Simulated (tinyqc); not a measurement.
Worked calculation: Pariser-Parr-Pople SCF with singles CI, for the molecule C=CC(=C)C(N)=CN (SMILES; centres numbered as the heavy atoms are written). Computed by tinyqc, a small Python program that keeps every step. Settings: charge = 0, gamma = Ohno, start = core, damping = 0.3, iteration cap = 61, excitations kept = 4. Command: `OMP_NUM_THREADS=1 python tinyqc.py 31238 31239 out.jsonl` (the two numbers bound the seeds that draw the settings). One thread of a shared host (Intel(R) Xeon(R) Processor @ 2.60GHz), about 0.01 s of CPU time with the checks. Later iterations appear only in the table of the cycle.

## PPP integrals

Centres (angstrom, eV; a flat drawing with bonds scaled to 1.40 angstrom):

| centre | x | y | core charge z | W | gamma_rr |
|---|---|---|---|---|---|
| 1C | 2.113000 | 1.277000 | 1 | 11.160000 | 11.130000 |
| 2C | 1.969000 | -0.116000 | 1 | 11.160000 | 11.130000 |
| 3C | 0.691000 | -0.687000 | 1 | 11.160000 | 11.130000 |
| 4C | 0.546000 | -2.080000 | 1 | 11.160000 | 11.130000 |
| 5C | -0.443000 | 0.134000 | 1 | 11.160000 | 11.130000 |
| 6N | -0.299000 | 1.526000 | 2 | 25.600000 | 16.800000 |
| 7C | -1.721000 | -0.438000 | 1 | 11.160000 | 11.130000 |
| 8N | -2.855000 | 0.384000 | 2 | 25.600000 | 16.800000 |

Resonance integrals (eV):

| i | j | beta |
|---|---|---|
| 1 | 2 | -2.390000 |
| 2 | 3 | -2.390000 |
| 3 | 4 | -2.390000 |
| 3 | 5 | -2.390000 |
| 5 | 6 | -2.240000 |
| 5 | 7 | -2.390000 |
| 7 | 8 | -2.240000 |

Ohno: gamma = 14.399645/sqrt(R^2 + a^2), a = 2 x 14.399645/(gamma_rr + gamma_ss); H_rr = -W_r - sum_(s != r) z_s gamma_rs; H_rs = beta for bonds.

repulsion gamma_rs (eV):
```
           1C         2C         3C         4C         5C         6N         7C         8N
1C  11.130000   7.552631   5.239451   3.669515   4.668565   5.464865   3.276489   2.795037
2C   7.552631  11.130000   7.554564   5.238465   5.239152   4.825903   3.670129   2.904182
3C   5.239451   7.554564  11.130000   7.552330   7.553865   5.465761   5.239325   3.744987
4C   3.669515   5.238465   7.552330  11.130000   5.239265   3.745481   4.669579   3.329781
5C   4.668565   5.239152   7.553865   5.239265  11.130000   8.283848   7.553376   5.464668
6N   5.464865   4.825903   5.465761   3.745481   8.283848  16.800000   5.465008   4.918263
7C   3.276489   3.670129   5.239325   4.669579   7.553376   5.465008  11.130000   8.279410
8N   2.795037   2.904182   3.744987   3.329781   5.464668   4.918263   8.279410  16.800000
```

core matrix H (eV):
```
            1C          2C          3C          4C          5C          6N          7C          8N
1C  -52.086453   -2.390000    0.000000    0.000000    0.000000    0.000000    0.000000    0.000000
2C   -2.390000  -55.875110   -2.390000    0.000000    0.000000    0.000000    0.000000    0.000000
3C    0.000000   -2.390000  -62.721030   -2.390000   -2.390000    0.000000    0.000000    0.000000
4C    0.000000    0.000000   -2.390000  -51.679678    0.000000    0.000000    0.000000    0.000000
5C    0.000000    0.000000   -2.390000    0.000000  -68.911254   -2.240000   -2.390000    0.000000
6N    0.000000    0.000000    0.000000    0.000000   -2.240000  -68.687392    0.000000    0.000000
7C    0.000000    0.000000    0.000000    0.000000   -2.390000    0.000000  -63.057735   -2.240000
8N    0.000000    0.000000    0.000000    0.000000    0.000000    0.000000   -2.240000  -61.954592
```

## Starting guess

pi electrons, sum of z_r less the charge = 10

Orbitals of the core matrix H.

P at the start:
```
           1C         2C         3C         4C         5C         6N         7C         8N
1C   0.009760   0.044022   0.122122   0.025405  -0.037506   0.007946   0.019599  -0.008628
2C   0.044022   0.201667   0.575315   0.117798  -0.114860   0.020044   0.044376  -0.017258
3C   0.122122   0.575315   1.730417   0.343127   0.049482  -0.008149  -0.017271   0.006321
4C   0.025405   0.117798   0.343127   0.069446  -0.042010   0.004388   0.005127   0.000353
5C  -0.037506  -0.114860   0.049482  -0.042010   1.990541   0.001603   0.003471  -0.001309
6N   0.007946   0.020044  -0.008149   0.004388   0.001603   1.999723  -0.000608   0.000233
7C   0.019599   0.044376  -0.017271   0.005127   0.003471  -0.000608   1.998654   0.000524
8N  -0.008628  -0.017258   0.006321   0.000353  -0.001309   0.000233   0.000524   1.999793
```

## Iteration 1: Fock matrix

F_rr = H_rr + P_rr gamma_rr / 2 + sum_(s != r) P_ss gamma_rs; F_rs = H_rs - P_rs gamma_rs / 2; E = tr P (H + F) / 2 + core repulsion sum_(r<s) z_r z_s gamma_rs.

F (eV):
```
           1C         2C         3C         4C         5C         6N         7C         8N
1C  -8.828510  -2.556242  -0.319925  -0.046611   0.087549  -0.021713  -0.032108   0.012058
2C  -2.556242  -8.020490  -4.563129  -0.308540   0.300885  -0.048364  -0.081433   0.025060
3C  -0.319925  -4.563129  -7.065063  -3.685705  -2.576892   0.022270   0.045244  -0.011836
4C  -0.046611  -0.308540  -3.685705  -3.221654   0.110050  -0.008217  -0.011970  -0.000587
5C   0.087549   0.300885  -2.576892   0.110050  -0.706397  -2.246639  -2.403108   0.003578
6N  -0.021713  -0.048364   0.022270  -0.008217  -2.246639  -3.897499   0.001660  -0.000574
7C  -0.032108  -0.081433   0.045244  -0.011970  -2.403108   0.001660   0.748304  -2.242169
8N   0.012058   0.025060  -0.011836  -0.000587   0.003578  -0.000574  -2.242169  -0.571264
```

pi energy = -119.249215 eV

## Iteration 1: orbitals and new P

Diagonalise F (the basis is taken as orthonormal) and form P = 2 sum c c over the lowest orbitals; 0.3 of the old P is kept.

orbital energies (eV): -13.885309  -8.913526  -5.469777  -4.452459  -2.671998  -1.098798  1.022494  3.906798

P after iteration 1:
```
           1C         2C         3C         4C         5C         6N         7C         8N
1C   1.393826   0.049321  -0.026847   0.086595  -0.012558   0.015300   0.030835   0.014657
2C   0.049321   1.305069   0.452857  -0.279861  -0.133715   0.001269  -0.042934  -0.039870
3C  -0.026847   0.452857   1.410013   0.658072   0.249878  -0.021117   0.069204   0.042991
4C   0.086595  -0.279861   0.658072   0.733207  -0.017385  -0.109426  -0.171388  -0.184001
5C  -0.012558  -0.133715   0.249878  -0.017385   1.098324   0.402025   0.375442   0.289318
6N   0.015300   0.001269  -0.021117  -0.109426   0.402025   1.787741  -0.098877  -0.261171
7C   0.030835  -0.042934   0.069204  -0.171388   0.375442  -0.098877   1.135549   0.523558
8N   0.014657  -0.039870   0.042991  -0.184001   0.289318  -0.261171   0.523558   1.136269
```

## Iteration 2: Fock matrix

As before.

F (eV):
```
           1C         2C         3C         4C         5C         6N         7C          8N
1C  -2.601002  -2.576251   0.070332  -0.158880   0.029314  -0.041806  -0.050515   -0.020483
2C  -2.576251  -1.743131  -4.100567   0.733021   0.350277  -0.003062   0.078787    0.057895
3C   0.070332  -4.100567  -3.901986  -4.874988  -3.333773   0.057709  -0.181292   -0.080501
4C  -0.158880   0.733021  -4.874988  -3.462842   0.045542   0.204926   0.400155    0.306342
5C   0.029314   0.350277  -3.333773   0.045542  -5.365999  -3.905157  -3.807929   -0.790513
6N  -0.041806  -0.003062   0.057709   0.204926  -3.905157  -8.409539   0.270182    0.642255
7C  -0.050515   0.078787  -0.181292   0.400155  -3.807929   0.270182  -9.096772   -4.407375
8N  -0.020483   0.057895  -0.080501   0.306342  -0.790513   0.642255  -4.407375  -12.805838
```

pi energy = -131.452093 eV

## Iteration 2: orbitals and new P

As before.

orbital energies (eV): -16.591538  -12.105393  -9.431709  -6.610319  -4.826882  -1.789933  -0.637799  4.606464

P after iteration 2:
```
           1C         2C         3C         4C         5C         6N         7C         8N
1C   1.049587   0.628330   0.074750  -0.285801  -0.069903   0.023916   0.017357   0.004734
2C   0.628330   1.063857   0.451673  -0.188434  -0.056606  -0.025487  -0.047348  -0.006748
3C   0.074750   0.451673   1.181450   0.760571   0.318380  -0.059928  -0.005775   0.017590
4C  -0.285801  -0.188434   0.760571   0.895415   0.107391  -0.172808  -0.226556  -0.020704
5C  -0.069903  -0.056606   0.318380   0.107391   0.900861   0.557491   0.558442   0.001579
6N   0.023916  -0.025487  -0.059928  -0.172808   0.557491   1.696114  -0.278552  -0.030709
7C   0.017357  -0.047348  -0.005775  -0.226556   0.558442  -0.278552   1.481357   0.206742
8N   0.004734  -0.006748   0.017590  -0.020704   0.001579  -0.030709   0.206742   1.731360
```

## Convergence

Stop when output and input P, before any damping, agree to 1e-7.

Course of the cycle:

| iteration | E (eV) | largest \|P(out) - P(in)\| |
|---|---|---|
| 1 | -119.24921462 | 1.98e+00 |
| 2 | -131.45209255 | 8.50e-01 |
| 3 | -142.05825717 | 2.87e-01 |
| 4 | -146.18967409 | 1.46e-01 |
| 5 | -147.82786136 | 9.58e-02 |
| 6 | -148.44441262 | 5.43e-02 |
| 7 | -148.66807329 | 3.16e-02 |
| 8 | -148.74765191 | 1.83e-02 |
| 9 | -148.77572399 | 1.18e-02 |
| 10 | -148.78560179 | 7.44e-03 |
| 11 | -148.78908094 | 4.63e-03 |
| ... | ... | ... |
| 28 | -148.79099089 | 2.27e-06 |
| 29 | -148.79099089 | 1.62e-06 |
| 30 | -148.79099089 | 1.15e-06 |
| 31 | -148.79099089 | 8.25e-07 |
| 32 | -148.79099089 | 5.90e-07 |
| 33 | -148.79099089 | 4.22e-07 |
| 34 | -148.79099089 | 3.02e-07 |
| 35 | -148.79099089 | 2.16e-07 |
| 36 | -148.79099089 | 1.55e-07 |
| 37 | -148.79099089 | 1.11e-07 |
| 38 | -148.79099089 | 7.96e-08 |

Converged in 38 iterations.

## Converged orbitals

Charges are z - P_rr.

orbital energies (eV): -14.329667  -12.540934  -10.970234  -9.798895  -7.355314  -0.531019  1.328677  3.733905

coefficients:
```
         MO1        MO2        MO3        MO4        MO5        MO6        MO7        MO8
1C  0.178211   0.401269   0.344598  -0.464599  -0.015200   0.516110  -0.404009   0.206882
2C  0.296803   0.489461   0.296614  -0.258374  -0.007035  -0.393912   0.474616  -0.370301
3C  0.465729   0.324252  -0.099947   0.406137   0.023017  -0.353511  -0.175795   0.588742
4C  0.238469   0.249684  -0.104608   0.552537   0.307763   0.567707   0.164451  -0.347127
5C  0.546471  -0.195920  -0.303595  -0.087619  -0.377144  -0.074019  -0.435436  -0.475202
6N  0.299885  -0.157310  -0.517618  -0.479962   0.548243   0.058049   0.229395   0.174555
7C  0.402944  -0.423255   0.260565   0.021012  -0.410016   0.298374   0.499773   0.288516
8N  0.235485  -0.435492   0.586812   0.093074   0.541803  -0.182558  -0.248131  -0.115910
```

pi charges: 1C -0.055215, 2C 0.035099, 3C 0.004981, 4C -0.060336, 5C -0.158199, 6N 0.172922, 7C -0.155915, 8N 0.216663

## Singles CI, singlets

Over the 4 single excitations with the smallest orbital gaps: A = (e_a - e_i) delta + 2 (ia|jb) - (ij|ab), with (pq|rs) = sum c_mp c_mq gamma_mn c_nr c_ns. f = 2/3 w |mu|^2 in atomic units, mu = sqrt2 sum c_ia sum_m c_mi c_ma R_m.

singlet CI matrix (eV):
```
          5>6        5>7        4>6        3>6
5>6  2.927800   0.034818   0.278433   0.322266
5>7  0.034818   4.410200  -0.292691  -0.076382
4>6  0.278433  -0.292691   4.951442  -0.016013
3>6  0.322266  -0.076382  -0.016013   6.020159
```

singlet excitation energies (eV): 2.853215  4.295350  5.103842  6.057194

oscillator strengths: 0.144854  0.308514  0.936681  0.140379

## Singles CI, triplets

Over the 4 single excitations with the smallest orbital gaps: A = (e_a - e_i) delta - (ij|ab), with (pq|rs) = sum c_mp c_mq gamma_mn c_nr c_ns.

triplet CI matrix (eV):
```
           5>6        5>7        4>6        3>6
5>6   1.881962  -1.030599  -0.368960   0.245829
5>7  -1.030599   2.497306  -0.173794  -0.375486
4>6  -0.368960  -0.173794   2.966710   0.629553
3>6   0.245829  -0.375486   0.629553   5.374050
```

triplet excitation energies (eV): 1.028735  2.806646  3.278595  5.606052
